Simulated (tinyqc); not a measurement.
Inside a calculation: standing waves and exposure in a photoresist film. Values are carried at full precision from step to step, so a last printed digit may differ when a step is redone from the rounded ones.

Normal incidence from air. Unexposed resist: N1 = n1 + i k1 with k1 = (A + B) lam/(4 pi), lam in micrometres. r01 = (1 - N1)/(1 + N1), t01 = 2/(1 + N1). Below the resist lie the layer Na = na + i ka and the substrate Ns = ns + i ks: r12 = (r1a + ras x)/(1 + r1a ras x), x = exp(4 pi i Na da/lam), r1a = (N1 - Na)/(N1 + Na), ras = (Na - Ns)/(Na + Ns). With p = exp(2 pi i N1 d/lam), the field at depth z is E(z) = t01 [exp(2 pi i N1 z/lam) + r12 p^2 exp(-2 pi i N1 z/lam)]/(1 + r01 r12 p^2), the relative intensity I(z) = n1 |E(z)|^2 and the reflectance R = |(r01 + r12 p^2)/(1 + r01 r12 p^2)|^2.

Values chosen for the exercise (a resist on Cu, indices near tabulated ones; the results hold for these values, not for the real material):

| symbol | value | unit | meaning |
|---|---|---|---|
| lam | 248 | nm | vacuum wavelength |
| n1 | 1.795 |  | resist index |
| A | 0.08 | 1/micrometre | bleachable absorption (Dill A) |
| B | 0.58 | 1/micrometre | fixed absorption (Dill B) |
| d | 494 | nm | resist thickness |
| ns | 1.498 |  | substrate n |
| ks | 1.793 |  | substrate k |
| na | 1.852 |  | n of the bottom antireflection layer |
| ka | 0.419 |  | its k |
| da | 43 | nm | its thickness |
| C | 0.029 | cm^2/mJ | exposure rate (Dill C) |
| D | 30 | mJ/cm^2 | incident dose |
| Ld | 15 | nm | diffusion length of the post-exposure bake |

## Interface coefficients

Form N1, r01, t01 and r12.

N1 = 1.79500+0.01303i
r01 = -0.2845-0.0033i
t01 = 0.7155-0.0033i
r12 = -0.1024+0.0124i
|r12|^2 = 0.0106

Next to the bottom the intensity swings by a factor ((1 + |r12|)/(1 - |r12|))^2 = 1.51 between antinode and node; without the layer |r12|^2 would be 0.2309.

## Round trip and reflectance

Form p^2, the denominator and R; the period of the standing wave is lam/(2 n1).

p^2 = 0.4204+0.5867i
1 + r01 r12 p^2 = 1.0141+0.0158i
R = 0.1122
period = 69.08 nm

The film holds 7.15 periods.

## Intensity and exposure over the lowest period

Nine depths from d - period to d. Without bleaching during the exposure the share of unexposed compound is m = exp(-C D I).

Profile:

| z (nm) | I | m |
|---|---|---|
| 424.9 | 0.549 | 0.620 |
| 433.6 | 0.596 | 0.596 |
| 442.2 | 0.690 | 0.549 |
| 450.8 | 0.775 | 0.510 |
| 459.5 | 0.799 | 0.499 |
| 468.1 | 0.745 | 0.523 |
| 476.7 | 0.643 | 0.572 |
| 485.4 | 0.551 | 0.619 |
| 494.0 | 0.520 | 0.636 |

I runs from 0.520 to 0.799 on these points, so m runs from 0.499 to 0.636; the least exposed point listed lies 0.0 nm above the bottom.

## Smoothing by the bake

Gaussian diffusion of length Ld multiplies a cosine of period L by exp(-2 pi^2 Ld^2/L^2). Give that factor, and the Ld that leaves 10 %.

factor = 0.394
Ld for 10 % = 23.59 nm

## Checks

- R against the transfer-matrix product: both 0.11224.

Run: tinyqc, `OMP_NUM_THREADS=1 python tinyqc.py 1650069 1650070 out.jsonl`; Intel(R) Xeon(R) Processor @ 2.30GHz, one thread, shared host; about 0.01 s of CPU time with all checks.
